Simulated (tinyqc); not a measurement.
Surface potential of a MOS transistor: implicit equation and explicit approximations: one step of the calculation.

p-type body, charge-sheet picture, depletion and inversion only, full ionisation (an idealisation for deep acceptors), Boltzmann statistics (rough once Na exp(x - xn) passes about Nc/7). In units of Vt: xg = (Vg - Vfb)/Vt, x = psi/Vt, G = gamma/sqrt(Vt), xn = (2 phiF + Vc)/Vt. The implicit equation is (xg - x)^2 = G^2 [x - 1 + exp(x - xn)] for x above about 3. Cox = eps0 eox/tox.

Question. Potential, charges and gate control. psi = Vt x; N_dep = Cox Vt G sqrt(x - 1)/q; N_inv = (Cox Vt G/q) [sqrt(x - 1 + exp(x - xn)) - sqrt(x - 1)]; dpsi/dVg = 1/[1 + G^2 (1 + exp(x - xn))/(2 (xg - x))].

Values chosen for this exercise; band and dielectric values close to those of silicon:
```
symbol,value,unit,meaning
T,350,K,temperature
eox,3.9,,relative permittivity of the gate insulator (close to silicon dioxide)
tox,18,nm,insulator thickness
Vc,1,V,channel-body voltage
```

Constants: q = 1.602176634e-19 C, kB = 1.380649e-23 J/K, Vt = kB T/q, eps0 = 8.8541878128e-14 F/cm where lengths are in cm. Results are converted to the units shown.

converged x = 59.224075
G = 1.9632876
xn = 54.215699
xg = 87.531222

Give: psi; N_dep; N_inv; dpsi/dVg.

Answer.

psi = 1.786 V
N_dep = 5.410e11 cm^-2
N_inv = 4.813e11 cm^-2
dpsi/dVg = 0.08883

psi lies 5.0 Vt above 2 phiF + Vc.

Computed by the program tinyqc: `OMP_NUM_THREADS=1 python tinyqc.py 2122199 2122200 out.jsonl`, one thread of a shared Intel Xeon 2.30GHz, about 0.01 s for the whole run.
